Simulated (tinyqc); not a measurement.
# Trap density from one capacitance

Problem. Traps spread evenly through the insulator exchange electrons with the semiconductor by tunnelling, with tau(x) = t0 exp(2 ka x) at depth x from the interface. The admittance per area Y seen at depth x obeys dY/dx = -Y^2/(i w eps0 eox) + q Nb ln(1 + i w tau)/tau, with Y(0) = i w Cs and w = 2 pi f; the gate sees Y(tox) = G + i w C. Working variable y = Y/(i w), in uF/cm^2. Cox = eps0 eox/tox. Find Nb and G/w.

Inputs (values chosen for the exercise): relative permittivity of the insulator eox = 3.86; insulator thickness tox = 7.6 nm; semiconductor capacitance in accumulation Cs = 0.99 uF/cm^2; decay constant of the wave function in the insulator ka = 5.9 1/nm; time constant of a trap at the interface t0 = 8e-10 s; frequency f = 1e5 Hz.

Constants: q = 1.602176634e-19 C, eps0 = 8.8541878128e-14 F/cm where lengths are in cm. Results are converted to the units shown.

C = 0.34867325 uF/cm^2

Solution. C rises steadily with Nb, so one density matches; in practice ka and t0 must come from the frequency dependence.

Nb = 3.600e19 cm^-3 eV^-1
G/w = 0.006918 uF/cm^2

Numbers from tinyqc (`OMP_NUM_THREADS=1 python tinyqc.py 2202117 2202118 out.jsonl`; about 0.6 s on one thread of a shared Intel Xeon 2.30GHz).
